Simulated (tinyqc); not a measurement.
Worked calculation: coherent transport through a tight-binding region between two chains. One step of it, computed by the program tinyqc.

Task: Transmission at E = 0.41 eV. Surface Green function g = (E - i sqrt(4 t^2 - E^2)) / (2 t^2); self-energy tc^2 g on each contact site; G = (E - H - Sigma)^(-1); Gamma = -2 Im Sigma; T = Gamma_L Gamma_R |G_LR|^2; local density of states -Im G_ii / pi.

H of the central region (eV):
```
           1          2
1   0.000000  -1.070000
2  -1.070000   0.000000
```

Leads: semi-infinite chains with site energy 0:
```
parameter                           value
lead hopping t (eV)              1.250000
coupling to the left lead (eV)   1.290000
coupling to the right lead (eV)  0.910000
left contact site                       1
right contact site                      2
```

E = 0.410000 eV

Give: g; G; local density of states; transmission.

Result:

g = 0.1312-0.7892i 1/eV

G (1/eV):
```
                 1               2
1  -0.0606-0.3522i  0.5132+0.1374i
2   0.5132+0.1374i  0.0768-0.6545i
```

local density of states (1/eV): 0.1121  0.2083

transmission = 0.9690
